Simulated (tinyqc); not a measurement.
What each parameter does: valley splitting in a one-orbital chain of atomic planes (second-neighbour model).

Each (001) plane carries one orbital with energy e0, hopping v to the next plane and u to the second: E(phi) = e0 + 2 v cos(phi) + 2 u cos(2 phi), where phi = pi - k a/4 (the sign of every second orbital is chosen so that v > 0, which shifts the phase by pi). The minimum lies at cos(phi0) = -v/(4u), phi0 = pi - (pi/2) k0 for a valley at k0 (2 pi/a), and e0 puts it at zero. A slab of N planes has hard walls: the matrix simply ends.

A well of Nw planes between barriers of 40 planes each (as of a SiGe alloy, taken as an offset alone). With x = j - 39.5 for plane j = 0, 1, ..., the potential is V0 (f(x) + f(Nw - x)) + F (j - 40) a/4, f(y) = 1/(1 + exp(y/L)), a step for L = 0; L is in planes, 4 L is about the distance over which f goes from 0.88 to 0.12, and 1 MV/m = 1e-4 V/angstrom.

Constants: hbar^2/2m0 = 3.80998211 eV angstrom^2.

Values chosen for the exercise (near those of the Delta valleys of silicon; abrupt walls in this chain split the valleys several times more than measured wells; not measured data):
- a = 5.432 angstrom (lattice constant; planes lie a/4 apart)
- k0 = 0.83 2 pi/a (position of the valley)
- ml = 0.97 m0 (longitudinal mass)
- V0 = 0.1 eV (barrier height)
- F = 15 MV/m (field)
- Nw = 78 (planes in the well)

Step interfaces (L = 0). u, v, e0 follow from 8 u sin^2(phi0) = (2c/ml)/(a/4)^2, v = -4u cos(phi0), e0 = 2u + v^2/(4u), c = hbar^2/2m0.

Results for these values:

| case | mean level (meV) | splitting (micro-eV) |
|---|---|---|
| base | 36.64 | 2111.9 |

What happens to each result for k0 = 0.84 2 pi/a, all else kept?

Answer: mean level rises from 36.64 to 36.65; splitting falls from 2111.9 to 2103.7.

The same for each parameter in turn:

| case | mean level (meV) | splitting (micro-eV) |
|---|---|---|
| base | 36.64 | 2111.9 |
| k0 = 0.84 2 pi/a | 36.65 | 2103.7 |
| ml = 1.067 m0 | 35.65 | 2112.7 |
| V0 = 0.15 eV | 38.85 | 2113.7 |
| F = 30 MV/m | 7.42 | 4218.1 |
| Nw = 79 | 36.64 | 2111.9 |

(tinyqc, `OMP_NUM_THREADS=1 python tinyqc.py 1451123 1451124 out.jsonl`, Intel(R) Xeon(R) Processor @ 2.30GHz, 1 thread, shared host, about 0.01 s.)
